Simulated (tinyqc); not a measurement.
# Gated graphene, quantum capacitance: effect of the Fermi velocity

phi is the Fermi level above the Dirac point, in volts; Vg is counted from the gate voltage of charge neutrality. Ideal linear bands, no charge puddles.

N0 = (2/pi)(kB T/(hbar vF))^2; n = N0 F1(phi/Vt), p = N0 F1(-phi/Vt), F1(e) = int_0^infinity u du/(1 + exp(u - e)) = -Li2(-exp(e)); Cq = q d(n - p)/dphi = (q N0/Vt) ln[2 (1 + cosh(phi/Vt))]. Cox = eps0 eox/tox; Vg = phi + q (n - p + Dit phi)/Cox. 1/C_G = 1/Cox + 1/(Cq + q Dit); dphi/dVg = Cox/(Cox + Cq + q Dit).

Values chosen for this exercise; values close to those of graphene: temperature T = 77 K; relative permittivity of the gate insulator (close to silicon nitride) eox = 7.33; insulator thickness tox = 24 nm; density of traps Dit = 0 cm^-2 eV^-1; gate voltage Vg = -0.54 V.

Constants: q = 1.602176634e-19 C, kB = 1.380649e-23 J/K, hbar = 1.054571817e-34 J s, Vt = kB T/q, eps0 = 8.8541878128e-14 F/cm where lengths are in cm. Results are converted to the units shown.

The same in every row: Cox (uF/cm^2) = 0.2704.

Result of one run:
```
vF (m/s),phi (V),n - p (cm^-2),Cq (uF/cm^2),C_G (uF/cm^2),dphi/dVg,n + p (cm^-2)
8e5,-0.08124,-7.743e11,2.989,0.2480,0.08298,7.743e11
```

What becomes of these results when the Fermi velocity vF is changed from 8e5 to 1.4e6 m/s, all else the same?

Result of the changed run:
```
vF (m/s),phi (V),n - p (cm^-2),Cq (uF/cm^2),C_G (uF/cm^2),dphi/dVg,n + p (cm^-2)
1.4e6,-0.1346,-6.843e11,1.616,0.2317,0.1433,6.843e11
```

The whole series:
```
vF (m/s),phi (V),n - p (cm^-2),Cq (uF/cm^2),C_G (uF/cm^2),dphi/dVg,n + p (cm^-2)
6e5,-0.06173,-8.072e11,4.037,0.2534,0.06278,8.072e11
7e5,-0.07161,-7.906e11,3.441,0.2507,0.07287,7.906e11
8e5,-0.08124,-7.743e11,2.989,0.2480,0.08298,7.743e11
9e5,-0.09065,-7.584e11,2.635,0.2452,0.09309,7.584e11
1e6,-0.09983,-7.429e11,2.350,0.2425,0.1032,7.429e11
1.1e6,-0.1088,-7.278e11,2.117,0.2398,0.1133,7.278e11
1.2e6,-0.1176,-7.130e11,1.923,0.2371,0.1233,7.130e11
1.3e6,-0.1262,-6.985e11,1.758,0.2344,0.1333,6.985e11
1.4e6,-0.1346,-6.843e11,1.616,0.2317,0.1433,6.843e11
```

As vF goes from 6e5 to 1.4e6, Cq falls from 4.04 to 1.62 uF/cm^2, C_G/Cox falls from 0.937 to 0.857 and n - p rises from -8.07e11 to -6.84e11 cm^-2. Cq exceeds Cox in every row, so the insulator is the tighter limit, though Cq still cuts C_G by up to 14 %.

Program tinyqc, `OMP_NUM_THREADS=1 python tinyqc.py 2200051 2200052 out.jsonl`; Intel Xeon 2.30GHz, shared host, one thread, about 0.01 s.
